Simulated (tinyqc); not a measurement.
Character of the line: straight dislocations in isotropic elasticity: fields, energies, partials, Peierls stress and walls. Computed by tinyqc, a small Python program. Command: `OMP_NUM_THREADS=1 python tinyqc.py 3025647 3025648 out.jsonl disloc walk`. One thread of a shared host (Intel(R) Xeon(R) Processor @ 2.30GHz), about 0.01 s of CPU time with the checks.

The line runs along z, the glide plane is y = 0, and beta is the angle between b and the line (0 screw, 90 degrees edge): b_e = b sin(beta) along +x with the extra half plane at y > 0, b_s = b cos(beta). Stress is positive in tension.

Inputs (values chosen for the exercise, modelled on gold):
```
quantity                       value      unit
shear modulus G                   26       GPa
Poisson ratio nu               0.406         -
Burgers vector b               2.884  angstrom
stacking-fault energy gamma     30.8    mJ/m^2
dislocation density rho      5.2e+10     1/m^2
core radius r0/b                 1.5         -
```

Character: screw.

Constants: 1 eV/angstrom^3 = 160.2176634 GPa.

Method:
- Energy factor K = G [cos^2(beta) + sin^2(beta)/(1 - nu)].
- E = K b^2/(4 pi) ln(R/r0) with R = 1/(2 sqrt(rho)); tension T = E + d^2E/d(beta)^2 = G b^2 [1 + nu - 3 nu sin^2(beta)]/(4 pi (1 - nu)) ln(R/r0). The core energy is taken into r0.
- Shockley partials have b_p = b/sqrt(3) at the angles beta -/+ 30 degrees; their repulsion balances the fault at d = G b_p^2/(8 pi gamma) (2 - nu)/(1 - nu) [1 - 2 nu cos(2 beta)/(2 - nu)].
- E = K b^2/(4 pi) ln(R/r0); T = G b^2 [1 + nu - 3 nu sin^2(beta)]/(4 pi (1 - nu)) ln(R/r0).

ln(R/r0) = 8.53081

From screw to edge:
```
beta (degrees)  K (GPa)  E (eV/nm)  T (eV/nm)  d (nm)
0                26.000      9.163     21.689  1.2259
15               27.190      9.582     20.430  1.3965
30               30.443     10.729     16.991  1.8624
45               34.886     12.294     12.294  2.4989
60               39.328     13.860      7.597  3.1354
75               42.581     15.006      4.159  3.6014
90               43.771     15.426      2.900  3.7719
```

The edge costs 1/(1 - nu) = 1.684 times the screw in energy, yet its tension is only (1 - 2 nu)/(1 + nu) = 0.134 of the screw value, so loops under stress are elongated along b. The edge splits 3.08 times as widely, (2 + nu)/(2 - 3 nu), since there the larger, edge parts of the partials repel with the factor 1/(1 - nu) and the small screw parts attract, while in the screw the roles are exchanged.
